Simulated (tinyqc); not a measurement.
# Voltage drop against the pad pitch

A grid of 17 by 17 nodes with segments Rx (rows) and Ry (columns); every node draws I1 and the central node kh I1; pads with resistance Rp sit at the nodes whose row and column are multiples of the pitch, counting from 0. The drops u = Vdd - V follow from G u = i, with G the conductance matrix and i the load currents, solved directly.

Values chosen for this exercise:
- Vdd = 0.8 V (supply voltage)
- Rx = 0.19 ohm (resistance of a horizontal segment)
- Ry = 0.26 ohm (resistance of a vertical segment)
- Rp = 0.58 ohm (resistance from a pad node to the supply)
- kh = 3 (factor on the load at the hot node)
- I1 = 0.19 mA (load current of a node in the large grid)

Voltage drop against the pad pitch:

| pitch (nodes) | pads | worst drop (mV) | mean drop (mV) | largest drop at a pad (mV) | largest pad current (mA) | worst drop over Vdd (%) |
|---|---|---|---|---|---|---|
| 1 | 289 | 0.1388 | 0.1110 | 0.1388 | 0.2393 | 0.01735 |
| 2 | 81 | 0.4771 | 0.4237 | 0.4592 | 0.7917 | 0.05964 |
| 4 | 25 | 1.609 | 1.469 | 1.469 | 2.533 | 0.2011 |
| 8 | 9 | 4.728 | 4.478 | 4.155 | 7.164 | 0.5910 |
| 16 | 4 | 12.41 | 11.67 | 8.017 | 13.82 | 1.551 |

What does the comparison show?

The worst drop goes from 0.139 to 12.4 mV while the number of pads falls from 289 to 4; between the last two rows it goes as pitch^(1.39). The largest drop at a pad is 100 % of the worst drop in the first row and 64.6 % in the last; the rest falls along the wires.

Numbers from tinyqc (`OMP_NUM_THREADS=1 python tinyqc.py 2770117 2770118 out.jsonl`; about 0.1 s on one thread of a shared Intel Xeon 2.30GHz).
